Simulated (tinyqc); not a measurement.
Worked calculation: FCI on RHF in the sto-6g basis, for H3+, spin multiplicity 1. Computed by tinyqc, a small Python program that keeps every step (integrals from PySCF). Settings: charge = 1, multiplicity = 1, basis = sto-6g, method = RHF, energy threshold = 1e-10, iteration cap = 70, orthogonalisation = symmetric, start = core, DIIS depth = 6, ci = FCI, davidson = 1. Command: `OMP_NUM_THREADS=1 python tinyqc.py 24329 24330 out.jsonl` (the two numbers bound the seeds that draw the settings). One thread of a shared host (Intel(R) Xeon(R) Processor @ 2.60GHz), about 0.06 s of CPU time with the checks. Later iterations appear only in the table of the cycle.

## One-electron integrals

Geometry (angstrom):
```
atom         x         y         z
H     0.000000  0.000000  0.000000
H     0.000000  0.000000  1.370000
H     0.000000  1.186000  0.685000
```

Basis sto-6g: exponents (1/bohr^2) and contraction coefficients of normalised primitives:
```
element  l (shell)   exponent  coefficient
H            s (1)  35.523221     0.009164
H            s (1)   6.513144     0.049361
H            s (1)   1.822143     0.168538
H            s (1)   0.625955     0.370563
H            s (1)   0.243077     0.416492
H            s (1)   0.100112     0.130334
```

Overlap, kinetic and nuclear-attraction integrals over the contracted functions; the nuclear repulsion is the sum of Za Zb / Rab.

nuclear repulsion = 1.15900436 hartree

overlap S:
```
          1H 1s     2H 1s     3H 1s
1H 1s  1.000000  0.308464  0.308631
2H 1s  0.308464  1.000000  0.308631
3H 1s  0.308631  0.308631  1.000000
```

kinetic energy T (hartree):
```
          1H 1s     2H 1s     3H 1s
1H 1s  0.768522  0.024010  0.024065
2H 1s  0.024010  0.768522  0.024065
3H 1s  0.024065  0.024065  0.768522
```

nuclear attraction V (hartree):
```
           1H 1s      2H 1s      3H 1s
1H 1s  -2.006891  -0.551368  -0.551707
2H 1s  -0.551368  -2.006891  -0.551707
3H 1s  -0.551707  -0.551707  -2.006997
```

core Hamiltonian H = T + V (hartree):
```
           1H 1s      2H 1s      3H 1s
1H 1s  -1.238369  -0.527358  -0.527642
2H 1s  -0.527358  -1.238369  -0.527642
3H 1s  -0.527642  -0.527642  -1.238475
```

## Two-electron integrals

Functions are numbered as in S; the eight-fold symmetry (ij|kl) = (ji|kl) = (kl|ij) leaves the list below.

Two-electron integrals (ij|kl) in chemists' order, unique and non-zero (hartree):
```
(11|11) 0.774999   (21|11) 0.171710   (21|21) 0.055625   (22|11) 0.374530
(22|21) 0.171710   (22|22) 0.774999   (31|11) 0.171823   (31|21) 0.047724
(31|22) 0.124381   (31|31) 0.055690   (32|11) 0.124381   (32|21) 0.047724
(32|22) 0.171823   (32|31) 0.047748   (32|32) 0.055690   (33|11) 0.374622
(33|21) 0.124336   (33|22) 0.374622   (33|31) 0.171823   (33|32) 0.171823
(33|33) 0.774999
```

## Orthogonalisation

S = U s U^T; symmetric (Loewdin) form X = U s^(-1/2) U^T, so that X^T S X = 1.

eigenvalues of S: 0.691313  0.691536  1.617151

X:
```
           1H 1s      2H 1s      3H 1s
1H 1s   1.063851  -0.138669  -0.138791
2H 1s  -0.138669   1.063851  -0.138791
3H 1s  -0.138791  -0.138791   1.063898
```

## Starting guess

The start is the orbitals of the core Hamiltonian; D = 2 C_occ C_occ^T.

D at the start:
```
          1H 1s     2H 1s     3H 1s
1H 1s  0.412093  0.412093  0.412325
2H 1s  0.412093  0.412093  0.412325
3H 1s  0.412325  0.412325  0.412558
```

## Iteration 1: building the Fock matrix

J_ij = sum D_kl (ij|kl), K_ij = sum D_kl (ik|jl); F = H + J - 0.5 K; E = tr D H + tr D J / 2 - 0.25 tr D K + E_nn.

Coulomb J (hartree):
```
          1H 1s     2H 1s     3H 1s
1H 1s  1.014051  0.317373  0.317585
2H 1s  0.317373  1.014051  0.317585
3H 1s  0.317585  0.317585  1.014354
```

exchange K (hartree):
```
          1H 1s     2H 1s     3H 1s
1H 1s  0.687839  0.480410  0.480668
2H 1s  0.480410  0.687839  0.480668
3H 1s  0.480668  0.480668  0.688372
```

Fock matrix F (hartree):
```
           1H 1s      2H 1s      3H 1s
1H 1s  -0.568238  -0.450190  -0.450391
2H 1s  -0.450190  -0.568238  -0.450391
3H 1s  -0.450391  -0.450391  -0.568307
```

total energy of this density = -1.16756089 hartree

## Iteration 1: diagonalisation and new density

Diagonalise F' = X^T F X, C = X C', fill 1 alpha and 1 beta electrons from the bottom; D = 2 C_occ C_occ^T. Each column has its largest component positive (the first on a tie).

F' = X^T F X (hartree):
```
           1          2          3
1  -0.416500  -0.245797  -0.245982
2  -0.245797  -0.416500  -0.245982
3  -0.245982  -0.245982  -0.416473
```

orbital energies (hartree): MO1 -0.908331, MO2 -0.170703, MO3 -0.170439

coefficients C:
```
            MO1        MO2        MO3
1H 1s  0.453974   0.850310  -0.491073
2H 1s  0.453974  -0.850310  -0.491073
3H 1s  0.454079   0.000000   0.981946
```

D after iteration 1:
```
          1H 1s     2H 1s     3H 1s
1H 1s  0.412184  0.412184  0.412279
2H 1s  0.412184  0.412184  0.412279
3H 1s  0.412279  0.412279  0.412375
```

## Iteration 3 (converged): orbitals

converged F (hartree):
```
           1H 1s      2H 1s      3H 1s
1H 1s  -0.568235  -0.450204  -0.450384
2H 1s  -0.450204  -0.568235  -0.450384
3H 1s  -0.450384  -0.450384  -0.568312
```

As before.

F' = X^T F X (hartree):
```
           1          2          3
1  -0.416495  -0.245816  -0.245972
2  -0.245816  -0.416495  -0.245972
3  -0.245972  -0.245972  -0.416483
```

orbital energies (hartree): MO1 -0.908331, MO2 -0.170679, MO3 -0.170463

coefficients C:
```
            MO1        MO2        MO3
1H 1s  0.453978   0.850310  -0.491069
2H 1s  0.453978  -0.850310  -0.491069
3H 1s  0.454071   0.000000   0.981950
```

D after iteration 3:
```
          1H 1s     2H 1s     3H 1s
1H 1s  0.412191  0.412191  0.412276
2H 1s  0.412191  0.412191  0.412276
3H 1s  0.412276  0.412276  0.412361
```

## Convergence

Stop when the energy changes by less than 1e-10 hartree and every element of the error matrix X^T (F D S - S D F) X is below 3e-06.

Course of the cycle:
```
iteration  E (hartree)     change  largest element of the error matrix
1          -1.16756089          -                             1.07e-04
2          -1.16756090  -1.66e-08                             7.79e-06
3          -1.16756090  -8.87e-11                             1.57e-10
```

PySCF RHF in the same basis = -1.16756090 hartree

Converged in 3 iterations.

## Populations, bond orders and dipole

Mulliken: Z minus the diagonal of D S on the atom; Loewdin: the same with S^(1/2) D S^(1/2); Mayer order: 2 sum_s sum (D(s) S)_ij (D(s) S)_ji over the two atoms.

Charges (e):
```
atom  Mulliken   Loewdin
1H    0.333422  0.333421
2H    0.333422  0.333421
3H    0.333157  0.333158
```

Mayer bond orders:
```
pair     order
2-1   0.444327
3-1   0.444503
3-2   0.444503
```

dipole moment about the origin, x y z (debye): 0.000000  1.897861  3.290195

## Integrals over molecular orbitals

(pq|rs) = sum C_ip C_jq C_kr C_ls (ij|kl), one index at a time.

one-electron integrals over orbitals h = C^T H C (hartree):
```
           1          2          3
1  -1.418234   0.000000  -0.000043
2   0.000000  -1.028161   0.000000
3  -0.000043   0.000000  -1.028048
```

Two-electron integrals over orbitals (pq|rs), unique and non-zero (hartree):
```
(11|11) 0.509903    (21|21) 0.150002    (22|11) 0.503742    (22|22) 0.600075
(31|11) 0.000043    (31|22) -0.108660   (31|31) 0.150010    (32|21) -0.108696
(32|32) 0.084561    (33|11) 0.503798    (33|22) 0.431070    (33|31) 0.108669
(33|33) 0.600086
```

## FCI: determinants and Hamiltonian

Hartree-Fock energy = -1.16756090 hartree

Slater-Condon rules over spin orbitals, with the nuclear repulsion added and E(HF) subtracted on the diagonal.

Occupation strings over the orbitals (2 doubly, a alpha, b beta, 0 empty; spin orbitals ordered 1a 1b 2a 2b ...): 200 ab0 a0b ba0 b0a 020 0ab 0ba 002

H - E(HF) between determinants (hartree):
```
          200        ab0        a0b        ba0        b0a        020        0ab        0ba
200  0.000000   0.000000   0.000000   0.000000   0.000000   0.150002   0.000000   0.000000
ab0  0.000000   0.383912   0.000000  -0.150002   0.000000   0.000000  -0.108696   0.108703
a0b  0.000000   0.000000   0.384081   0.000000  -0.150010  -0.108696   0.000000   0.000000
ba0  0.000000  -0.150002   0.000000   0.383912   0.000000   0.000000   0.108703  -0.108696
b0a  0.000000   0.000000  -0.150010   0.000000   0.384081   0.108696   0.000000   0.000000
020  0.150002   0.000000  -0.108696   0.000000   0.108696   0.870318   0.000000   0.000000
0ab  0.000000  -0.108696   0.000000   0.108703   0.000000   0.000000   0.701426  -0.084561
0ba  0.000000   0.108703   0.000000  -0.108696   0.000000   0.000000  -0.084561   0.701426
002  0.150010   0.000000   0.108626   0.000000  -0.108626   0.084561   0.000000   0.000000

           002
200   0.150010
ab0   0.000000
a0b   0.108626
ba0   0.000000
b0a  -0.108626
020   0.084561
0ab   0.000000
0ba   0.000000
002   0.870555
```

## FCI: roots

Diagonalise (each vector has its largest component positive (the first on a tie)); all determinants have Ms = 0, so triplets appear too. The lowest singlet root is the correlation energy.

lowest roots of this matrix, relative to E(HF) (hartree): -0.045004  0.233910  0.234071  0.408658  0.408831  0.616865  0.911135  0.911242

lowest vectors:
```
        root 1     root 2    root 3     root 4
200   0.978230   0.000000  0.000000   0.000000
ab0   0.000000   0.707107  0.000000   0.612690
a0b  -0.000026   0.000000  0.707107   0.000000
ba0   0.000000   0.707107  0.000000  -0.612690
b0a   0.000026   0.000000  0.707107   0.000000
020  -0.146763   0.000000  0.000000   0.000000
0ab   0.000000  -0.000014  0.000000   0.353003
0ba   0.000000  -0.000014  0.000000  -0.353003
002  -0.146718   0.000000  0.000000   0.000000
```

<S^2> of these roots: 0.000000  2.000000  2.000000  0.000000  0.000000  2.000000  0.000000  0.000000

weight of the ground state by excitation level 0, 1, 2, ...: 0.956935  0.000000  0.043065

## The lowest root by the Davidson method

Start from the reference; add the residual divided by (theta - H_ii), orthogonalised, at each step.

Davidson iterations:
```
iteration  subspace  lowest Ritz value (hartree)  residual norm
1                 1                            0       2.12e-01
2                 2                  -0.04500353       1.93e-05
3                 3                  -0.04500353       7.27e-06
4                 4                  -0.04500353       5.14e-17
```
